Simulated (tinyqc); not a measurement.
Inside a calculation. Method: tight binding, honeycomb lattice. Computed by tinyqc, a small Python program that keeps every step. Settings: t1 = 2.31, t2 = 0, phi = 0, delta = 0, points = 5. Command: `OMP_NUM_THREADS=1 python tinyqc.py 27015 27016 out.jsonl` (the two numbers bound the seeds that draw the settings). One thread of a shared host (Intel(R) Xeon(R) Processor @ 2.60GHz), about 0.01 s of CPU time with the checks.

## Bloch Hamiltonian at k

Parameters chosen for this model:
```
parameter     value                        unit
t1         2.310000                 eV, nearest
t2                0       eV, second neighbours
phi               0  rad, phase of t2 (Haldane)
delta             0          eV, +/- on A and B
```

k point k (fractions of the reciprocal vectors): [-0.290000, 0.050000]

H_AB = -t1 (1 + exp(-i k.a1) + exp(-i k.a2)); H_AA = delta - 2 t2 sum cos(k.b + phi), H_BB = -delta - 2 t2 sum cos(k.b - phi), b = a1, a2 - a1, -a2.

H(k) at k (eV), order A, B:
```
[[0.000000, -3.932467-1.523598i],
 [-3.932467+1.523598i, 0.000000]]
```

## Levels at k

Diagonalise the Hermitian matrix.

eigenvalues (eV): [-4.217303, 4.217303]

weights |c|^2 of the basis functions, order A, B:
```
[[0.500000, 0.500000],
 [0.500000, 0.500000]]
```

## Bloch Hamiltonian at K

k point K (fractions of the reciprocal vectors): [0.333333, 0.666667]

As before.

H(k) at K (eV), order A, B:
```
[[0.000000, 0.000000],
 [0.000000, 0.000000]]
```

## Levels at K

As before.

eigenvalues (eV): [0.000000, 0.000000]

## Bands along a path

The same steps at evenly spaced points between the labelled ones.

Bands along the path (eV):
```
k             band 1    band 2
G          -6.930000  6.930000
G-K 0.33   -5.849125  5.849125
G-K 0.67   -3.112255  3.112255
K                  0         0
K-M 0.33   -1.229125  1.229125
K-M 0.67   -2.031380  2.031380
M          -2.310000  2.310000
M-K' 0.33  -2.031380  2.031380
M-K' 0.67  -1.229125  1.229125
K'                 0         0
```

With 1 band(s) filled, the highest filled level on these points lies at K and the lowest empty one at K: the bands touch or overlap, so there is no gap.
